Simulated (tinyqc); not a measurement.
Worked calculation: RHF in the sto-6g basis, for BeH2, spin multiplicity 1. One step of it, computed by the program tinyqc.

Question. Orthogonalisation. S = U s U^T; symmetric (Loewdin) form X = U s^(-1/2) U^T, so that X^T S X = 1.

overlap S, lower triangle:
```
           1Be 1s    1Be 2s   1Be 2px    1Be 2py   1Be 2pz     2H 1s     3H 1s
1Be 1s   1.000000
1Be 2s   0.254764  1.000000
1Be 2px  0.000000  0.000000  1.000000
1Be 2py  0.000000  0.000000  0.000000   1.000000
1Be 2pz  0.000000  0.000000  0.000000   0.000000  1.000000
2H 1s    0.054245  0.410144  0.000000   0.484595  0.044416  1.000000
3H 1s    0.054245  0.410144  0.000000  -0.484595  0.044416  0.024864  1.000000
```

Give: eigenvalues of S; X.

Answer.

eigenvalues of S: 0.3021  0.3996  0.9379  1.0000  1.0101  1.6730  1.6772

X, lower triangle:
```
          1Be 1s   1Be 2s  1Be 2px  1Be 2py  1Be 2pz    2H 1s   3H 1s
1Be 1s    1.0273
1Be 2s   -0.1482   1.1987
1Be 2px   0.0000   0.0000   1.0000
1Be 2py   0.0000   0.0000   0.0000   1.2867
1Be 2pz  -0.0016   0.0183   0.0000   0.0000   1.0019
2H 1s     0.0183  -0.2639   0.0000  -0.3698  -0.0281   1.2297
3H 1s     0.0183  -0.2639   0.0000   0.3698  -0.0281  -0.0760  1.2297
```
